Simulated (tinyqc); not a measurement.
Inside a calculation: thin-film optics by transfer matrices. Values are carried at full precision from step to step, so a last printed digit may differ when a step is redone from the rounded ones.

Indices N = n + i k. Snell: N0 sin(theta) = N_j sin(theta_j), with Im(N_j cos theta_j) >= 0. Admittance y_j = N_j cos theta_j for s and N_j/cos theta_j for p. Phase delta_j = 2 pi N_j cos theta_j d_j/lambda. Layer matrix [[cos delta, -i sin delta/y], [-i y sin delta, cos delta]], multiplied from the top down to M. (B, C) = M (1, y_sub); r = (y0 B - C)/(y0 B + C), R = |r|^2, T = 4 Re y0 Re y_sub/|y0 B + C|^2, absorbed in the films 1 - R - T.

Values chosen for the exercise (indices near those of SiO2 on Si; not measured data):
- lam = 633 nm (vacuum wavelength)
- n0 = 1 (ambient index)
- n = (1.449, 3.957) (n of SiO2, substrate)
- k = (0, 0.02) (k in the same order)
- d = (18.5) nm (thicknesses, top first)
- theta = 45 degrees (angle of incidence)
- pol = p (polarisation)

## Angles, admittances and phases

Form cos theta_j, y_j and delta_j.

cos theta_j: ambient 0.7071, film 1 0.8728, substrate 0.9839+0.0002i

y_j: ambient 1.4142, film 1 1.6601, substrate 4.0217+0.0197i

delta_j (rad): film 1 0.2322

## Layer matrices and their product

Form each matrix and multiply from the top down.

M:
```
,1,2
1,0.9732,-0.1386i
2,-0.3821i,0.9732
```

Each matrix has determinant 1, and so has M.

## Reflection and transmission

Close the stack on the substrate.

B, C: 0.9759-0.5576i  3.9138-0.3630i

r = -0.4403-0.1762i
R = 0.2249
T into the substrate = 0.7751
absorbed in the films = 0.0000

The bare substrate would reflect 0.2301.

## Ellipsometric angles

Ellipsometry: rho = tan(Psi) exp(i Delta) = -conj(r_p/r_s) with the r of the admittance formula, Delta in 0 to 360 degrees, so that a bare dielectric at small angles gives Delta = 180.

Repeat the steps for both polarisations.

r_s = -0.6631-0.1656i
r_p = -0.4403-0.1762i
Psi = 34.76 degrees
Delta = 172.21 degrees

## Checks

- R against the recursion of Airy sums from the substrate up: both 0.22488.

Program tinyqc; command `OMP_NUM_THREADS=1 python tinyqc.py 1681834 1681835 out.jsonl`; about 0.02 s on one thread of a shared Intel(R) Xeon(R) Processor @ 2.30GHz.
